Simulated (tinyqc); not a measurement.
# Worked calculation: p-n diode with diffusion and depletion-layer recombination

Computed by the program tinyqc: `OMP_NUM_THREADS=1 python tinyqc.py 2260110 2260111 out.jsonl`, one thread of a shared Intel Xeon 2.30GHz, about 0.01 s for the whole run. Printed values are rounded.

Abrupt junction in the depletion approximation, low injection, full ionisation, neutral widths fixed, ohmic contact on the p side. Vj is the junction voltage; where a series resistance Rs is given, V = Vj + J Rs is the terminal voltage.

Values chosen for this exercise; band and dielectric values close to those of indium phosphide:

| symbol | value | unit | meaning |
|---|---|---|---|
| T | 325 | K | temperature |
| Eg | 1.32 | eV | band gap |
| eps_r | 12.3 |  | relative permittivity |
| Nc | 6.43e17 | cm^-3 | conduction-band density of states at T |
| Nv | 1.25e19 | cm^-3 | valence-band density of states at T |
| Na | 2.1e16 | cm^-3 | acceptor density |
| Nd | 8.3e15 | cm^-3 | donor density |
| mun | 3400 | cm^2/(V s) | electron mobility in the p side |
| mup | 190 | cm^2/(V s) | hole mobility in the n side |
| tn | 4e-8 | s | electron lifetime |
| tp | 1e-9 | s | hole lifetime |
| wp | 17 | um | neutral width of the p side |
| wn | 140 | um | neutral width of the n side |
| Sp | 6000 | cm/s | recombination velocity at the n contact |
| Rs | 0.0044 | ohm cm^2 | series resistance |
| Et | 0 | eV | trap level above the intrinsic level |
| Vj | 0.43 | V | junction voltage at which recombination is evaluated |
| V | 0.91 | V | terminal voltage |

Constants: q = 1.602176634e-19 C, kB = 1.380649e-23 J/K, Vt = kB T/q, eps0 = 8.8541878128e-14 F/cm where lengths are in cm. Results are converted to the units shown.

## Diffusion lengths and saturation currents

ni = sqrt(Nc Nv) exp(-Eg/(2 Vt)), Eg in volts; D = mu Vt; Ln = sqrt(Dn tn), Lp = sqrt(Dp tp); J0n = q ni^2 Dn coth(wp/Ln)/(Ln Na); J0p = (q ni^2 Dp/(Lp Nd)) (s + tanh(wn/Lp))/(1 + s tanh(wn/Lp)), s = Sp Lp/Dp.

ni = 1.651711e8 cm^-3
Ln = 19.51630 um
Lp = 0.7294658 um
J0n = 1.446811e-14 A/cm^2
J0p = 3.841539e-14 A/cm^2

wp/Ln = 0.87 and wn/Lp = 190; holes carry 72.6 % of the diffusion current.

## Recombination in the depleted layer

ni = sqrt(Nc Nv) exp(-Eg/(2 Vt)), Eg in volts. Vbi = Vt ln(Na Nd/ni^2), W = sqrt(2 eps0 eps_r (Vbi - Vj)(1/Na + 1/Nd)/q), xp = W Nd/(Na + Nd), xn = W Na/(Na + Nd); u(x) = q Na (x + xp)^2/(2 eps0 eps_r) for x < 0 and Vbi - Vj - q Nd (xn - x)^2/(2 eps0 eps_r) for x > 0; p = Na exp(-u/Vt), n = Nd exp((u - Vbi + Vj)/Vt); U = ni^2 (exp(Vj/Vt) - 1)/(tp (n + ni exp(Et/Vt)) + tn (p + ni exp(-Et/Vt))); J_scr = q times the integral of U from -xp to xn. Trapezoid rule on 16 equal steps.

W = 366.9606 nm

```
point,x (nm),u (V),n (cm^-3),p (cm^-3),U (cm^-3 s^-1)
0,-103.9513,0.0000000,6.048713e6,2.1e16,1.512178e14
1,-81.0163,0.0081254,8.084695e6,1.571153e16,2.021173e14
2,-58.0812,0.0325016,1.930482e7,6.579858e15,4.826203e14
3,-35.1462,0.0731286,8.235105e7,1.542457e15,2.058776e15
4,-12.2111,0.1300064,6.275871e8,2.023990e14,1.568966e16
5,10.7239,0.2006565,7.820692e9,1.624191e13,1.955129e17
6,33.6589,0.2680973,8.690622e10,1.461610e12,2.169179e18
7,56.5940,0.3291152,7.678140e11,1.654346e11,1.718391e19
8,79.5290,0.3837102,5.393376e12,2.355166e10,2.002817e19
9,102.4641,0.4318822,3.012068e13,4.217135e9,4.192711e18
10,125.3991,0.4736313,1.337421e14,9.497602e8,9.494422e17
11,148.3341,0.5089575,4.721405e14,2.690364e8,2.690263e17
12,171.2692,0.5378607,1.325177e15,9.585362e7,9.585283e16
13,194.2042,0.5603410,2.957166e15,4.295430e7,4.295416e16
14,217.1393,0.5763983,5.246589e15,2.421058e7,2.421054e16
15,240.0743,0.5860327,7.400786e15,1.716344e7,1.716342e16
16,263.0093,0.5892442,8.3e15,1.530397e7,1.530396e16
```

J_scr = 1.660709e-5 A/cm^2

With 2000 steps J_scr = 1.702e-5 A/cm^2; the coarse value is 2.4 % below it. U is largest at x = 79.5 nm among these points; the peak lies where tp n = tn p. On the fine grid U peaks at 2.813e19 cm^-3 s^-1, and J_scr/(q U_max) is 10.3 % of W, the effective width of the recombining zone.

## Starting value

Vj = V/2.

Vj at the start = 0.455 V

## Iteration 1: new Vj

J0 = J0n + J0p = 5.288350e-14 A/cm^2

Diffusion current alone: J = J0 (exp(Vj/Vt) - 1), g = Vj + J Rs - V, g' = 1 + Rs J0 exp(Vj/Vt)/Vt, Vj(new) = Vj - g/g'.

J = 6.011871e-7 A/cm^2
g = -0.4550000 V
g' = 1.000000
Vj after iteration 1 = 0.9100000 V

## Iteration 2: new Vj

As before.

J = 6.834369 A/cm^2
g = 0.03007118 V
g' = 2.073729
Vj after iteration 2 = 0.8954989 V

## Iteration 3: new Vj

As before.

J = 4.072218 A/cm^2
g = 0.003416702 V
g' = 1.639775
Vj after iteration 3 = 0.8934153 V

## Course of the iteration

Stop when the step is below 1e-10 V, or after 80 iterations.

Course of the iteration:
```
iteration,Vj before the step (V),step (V)
1,0.455,0.455
2,0.9100000,-0.0145
3,0.8954989,-2.08e-3
4,0.8934153,-3.04e-5
5,0.8933849,-6.13e-9
6,0.8933849,< 1e-13
```

Converged in 6 iterations.
